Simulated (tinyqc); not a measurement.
## Resistance of a tapered via with liner, size effect and interface: via resistance against the interface resistivity at the bottom

A round via whose diameter grows from db at the bottom as D(z) = db + 2 z/tan(ang). The fill, of diameter D - 2 tl, starts above the bottom liner (thickness fb tl) and has rho = rho0 (1 + ks lam/(D - 2 tl)); the sidewall liner conducts in parallel with it. The bottom liner and the interface are crossed over the full area pi db^2/4. Spreading in the lines above and below is left out.

Slices between z0 = fb tl and hv, evaluated at their midpoints: conductance per length pi/4 [(D - 2 tl)^2/rho + (D^2 - (D - 2 tl)^2)/rl], slice resistance = slice height over that. 2000 slices. R_fill = sum of the slices; R_bottom = rl fb tl/(pi db^2/4); R_interface = ri/(pi db^2/4); ballistic (Sharvin) limit 1/(Sb pi (db - 2 tl)^2/4); ideal cylinder rho0 hv/(pi db^2/4).

Parameters, values chosen for the exercise; fill metal close to molybdenum: diameter at the bottom db = 21 nm; height hv = 42 nm; sidewall angle ang = 89 degrees; bulk resistivity of the fill rho0 = 5.26 uohm cm; mean free path of the fill lam = 11.4 nm; size-effect factor ks = 1.5; liner on the sidewall tl = 0.4 nm; liner at the bottom over that on the sidewall fb = 0.5; resistivity of the liner rl = 230 uohm cm; ballistic conductance per area, about 3/(4 rho0 lam) Sb = 1.3e15 S/m^2.

The same in every row: R_fill (ohm) = 11.59; R_bottom (ohm) = 1.328; ballistic limit (ohm) = 2.400.

Results:
```
ri (ohm cm^2),R_interface (ohm),R (ohm),R over ideal cylinder,largest part
2e-13,0.05774,12.97,2.034,fill
5e-13,0.1444,13.06,2.047,fill
1e-12,0.2887,13.20,2.070,fill
6e-12,1.732,14.65,2.296,fill
1e-11,2.887,15.80,2.477,fill
3e-11,8.661,21.58,3.383,fill
```

Estimate the missing row, ri = 2e-12 ohm cm^2.

Computed row:
```
ri (ohm cm^2),R_interface (ohm),R (ohm),R over ideal cylinder,largest part
2e-12,0.5774,13.49,2.115,fill
```

With this row back in the table: R rises from 13.0 to 21.6 ohm. The fill is the largest part at ri = 2e-13 and in all other rows. The share of the two bottom terms goes from 10.7 to 46.3 %.

Numbers from tinyqc (`OMP_NUM_THREADS=1 python tinyqc.py 2750059 2750060 out.jsonl`; about 0.01 s on one thread of a shared Intel Xeon 2.30GHz).
